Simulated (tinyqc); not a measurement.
Liquidus of a compound AB in a simple-solution melt, liquid-phase epitaxy and vapour pressures. Changing the growth time t. Computed by tinyqc, a small Python program. Command: `OMP_NUM_THREADS=1 python tinyqc.py 3030649 3030650 out.jsonl liq35 sweep`. One thread of a shared host (Intel(R) Xeon(R) Processor @ 2.30GHz), about 0.01 s of CPU time with the checks.

x is the atom fraction of B in the melt. The melt is a simple solution: R T ln gamma_B = W (1 - x)^2, R T ln gamma_A = W x^2, W = a + b T. The solid AB is stoichiometric.

Inputs (values chosen for the exercise, modelled on InAs for the melt): melting point T_F = 1215 K; entropy of fusion S_F = 61.3 J/(mol K); interaction a = 15.8 kJ/mol; interaction slope b = -44.3 J/(mol K); saturation temperature T = 1018 K; step dT = 8.2 K; cooling rate c = 0.96 K/min; diffusivity in the melt D = 4.9e-05 cm^2/s; molar volume of the melt V_L = 17.4 cm^3/mol; lattice constant a0 = 6.058 angstrom; melt depth w = 4.8 mm.

Growth programme: step cooling.

Constants: R = 8.314462618 J/(mol K); N_A = 6.02214076e+23 1/mol; k_B = 8.617333262e-05 eV/K.

Method:
- Liquidus (Vieland): f(x) = R T ln[4 x (1 - x)] + 2 W (1/2 - x)^2 + S_F (T_F - T) = 0.
- Newton steps with f' = (1 - 2x)[R T/(x (1 - x)) - 2 W], from the dilute estimate x = (1/4) exp[-(S_F (T_F - T) + W/2)/(R T)]; stop below 1e-13; f under 1e-6 shown as 0.
- dx/dT = -(df/dT)/f', df/dT = R ln[4 x (1 - x)] + 2 b (1/2 - x)^2 - S_F, f' = (1 - 2x)[R T/(x (1 - x)) - 2 W]. Concentrations: C_L = x N_A/V_L in the melt, C_S = 4/a0^3 in the solid; m = dT/dC_L.
- Semi-infinite melt (Hsieh): step d = 2 dT sqrt(D t/pi)/(C_S m); ramp d = (4/3) c sqrt(D/pi) t^(3/2)/(C_S m); supercooling is their sum. A melt of depth w can give at most w (undercooling)/(C_S m).

One run for each value:
```
growth time t (min)  thickness d (micrometre)  largest thickness from this melt (micrometre)  sqrt(D t)/w
0.1                                      2.82                                          70.07       0.0357
0.22                                     4.19                                          70.07       0.0530
0.49                                     6.25                                          70.07       0.0791
1.1                                      9.37                                          70.07       0.1185
2.4                                     13.84                                          70.07       0.1750
5.4                                     20.76                                          70.07       0.2625
12                                      30.94                                          70.07       0.3913
27                                      46.41                                          70.07       0.5870
60                                      69.19                                          70.07       0.8750
```

Describe and explain the trends.

Over the rows, thickness d (micrometre) rises from 2.82 to 69.2 (exponent d ln y / d ln x about 0.50 throughout); largest thickness from this melt (micrometre) does not change; sqrt(D t)/w rises from 0.0357 to 0.875 (exponent d ln y / d ln x about 0.50 throughout). The exponent of thickness d stays at 0.50: step cooling.

Caution (rows 27.0, 60.0): the diffusion length nears the melt depth, so the semi-infinite formula overstates the thickness.

Extremes, crossings and ranges named in words are read from the listed rows.
